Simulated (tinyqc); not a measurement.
Round or elliptic silicon nanowire with anisotropic valleys (Ritz method): one step. Stretching the ellipse. Three cases, with inputs chosen for the exercise.

Problem. Scaling y by 1/sqrt(w_y) and z by 1/sqrt(w_z) makes the mass 1 and the semi-axes A = a/sqrt(w_y), B = b/sqrt(w_z). List them with the one-function estimate 3c (1/A^2 + 1/B^2) and the slender limit c (pi/2s)^2 (1 + 2s/(pi l)), s and l the smaller and larger of A, B; c = hbar^2/2m0.

Wire along x = [100] on a (001) wafer, y = [010], z = [001]. Valley groups, two valleys each (w = inverse masses): A, axis along z: w_y = 1/mt, w_z = 1/ml, m_x = mt; B, axis along y: w_y = 1/ml, w_z = 1/mt, m_x = mt; C, axis along x: w_y = w_z = 1/mt, m_x = ml.

Constants: hbar^2/2m0 = 3.80998211 eV angstrom^2.

Case 1.

Values chosen (near those of a Si nanowire; the results hold for these values, not for the real material):
- ml = 0.927 m0 (longitudinal mass)
- mt = 0.187 m0 (transverse mass)
- a = 22 angstrom (semi-axis along y)
- b = 14 angstrom (semi-axis along z)

Case 2.

Values chosen (near those of a Si nanowire; the results hold for these values, not for the real material):
- ml = 0.912 m0 (longitudinal mass)
- mt = 0.192 m0 (transverse mass)
- a = 34 angstrom (semi-axis along y)
- b = 39 angstrom (semi-axis along z)

Case 3.

Values chosen (near those of a Si nanowire; the results hold for these values, not for the real material):
- ml = 0.923 m0 (longitudinal mass)
- mt = 0.186 m0 (transverse mass)
- a = 21 angstrom (semi-axis along y)
- b = 38 angstrom (semi-axis along z)

Give: Groups.

Solution.

Case 1.

Groups:
```
group,g,A,B,axis ratio,one function (eV),slender limit (eV)
A,2,9.51,13.48,1.417,0.1892,0.1505
B,2,21.18,6.05,3.499,0.3373,0.3032
C,2,9.51,6.05,1.571,0.4381,0.3604
```

Case 2.

Groups:
```
group,g,A,B,axis ratio,one function (eV),slender limit (eV)
A,2,14.90,37.24,2.500,0.0597,0.0531
B,2,32.47,17.09,1.900,0.0500,0.0430
C,2,14.90,17.09,1.147,0.0906,0.0659
```

Case 3.

Groups:
```
group,g,A,B,axis ratio,one function (eV),slender limit (eV)
A,2,9.06,36.51,4.031,0.1479,0.1327
B,2,20.18,16.39,1.231,0.0706,0.0531
C,2,9.06,16.39,1.810,0.1819,0.1549
```

The one-function value suits axis ratios near 1 and the slender limit ratios well above 2.

Computed by tinyqc, one run a case: `OMP_NUM_THREADS=1 python tinyqc.py N N+1 out.jsonl` with N = 1282065, 1282225, 1282329; one thread of a shared Intel(R) Xeon(R) Processor @ 2.30GHz, about 0.08 s a run at most.
